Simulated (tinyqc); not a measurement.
Carrier lifetime of an n-type layer with SRH, radiative, Auger and surface recombination: one step of the calculation.

Uniform excess density dn = dp (no trapping), n = n0 + dn, p = p0 + dn, Boltzmann statistics, full ionisation. Surfaces enter as a rate 2 S dn/d, which holds while diffusion to them is fast.

Task. Lifetime, shares and quasi-Fermi splitting. With e = n p - ni^2 = dn (n0 + p0 + dn): U_SRH = e/(tp0 (n + n1) + tn0 (p + p1)), U_rad = B e, U_Aug = (Cn n + Cp p) e, U_s = 2 S dn/d. tau = dn/U, shares of U, splitting Vt ln(n p/ni^2), radiative efficiency U_rad/U.

Values chosen for this exercise; band and dielectric values close to those of germanium:
- T = 350 K (temperature)
- B = 6.49e-14 cm^3/s (radiative coefficient)
- Cn = 1.1e-30 cm^6/s (Auger coefficient (two electrons))
- Cp = 7.8e-31 cm^6/s (Auger coefficient (two holes))
- S = 0 cm/s (surface recombination velocity (both faces))
- d = 20 um (sample thickness)

Constants: q = 1.602176634e-19 C, kB = 1.380649e-23 J/K, Vt = kB T/q. Results are converted to the units shown.

converged dn = 3.3556940e16 cm^-3
ni = 1.9450695e14 cm^-3
n0 = 5.7000007e17 cm^-3
p0 = 6.6373592e10 cm^-3
n1 = 3.0825478e11 cm^-3
p1 = 1.2273273e17 cm^-3
tn0 = 1.0416667e-5 s
tp0 = 4.4642857e-5 s

Find: tau; shares; quasi-Fermi splitting.

Result.

tau = 2.097e-6 s
shares (%): SRH 4.43, radiative 8.22, Auger 87.35, surface 0.00
quasi-Fermi splitting = 0.3978 V

Auger recombination takes the largest share. dn is 0.059 times the doping: low injection.

tinyqc, about 0.01 s, one thread, Intel Xeon 2.30GHz (shared host): `OMP_NUM_THREADS=1 python tinyqc.py 2300071 2300072 out.jsonl`
